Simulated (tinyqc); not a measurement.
RKS/LDA (VWN5) in the sto-3g basis, for H6, spin multiplicity 1, step by step. One step of it, computed by the program tinyqc.

Task: Iteration 2: DIIS coefficients. Solve [B -1; -1 0][c; lambda] = [0; -1] for the coefficients, which sum to one.

B (overlaps of the stored error matrices):
```
                1               2
1   2.8627841e-03  -6.4267340e-05
2  -6.4267340e-05   3.2183714e-05
```

Give: DIIS coefficients.

Result:

DIIS coefficients: 0.0319  0.9681
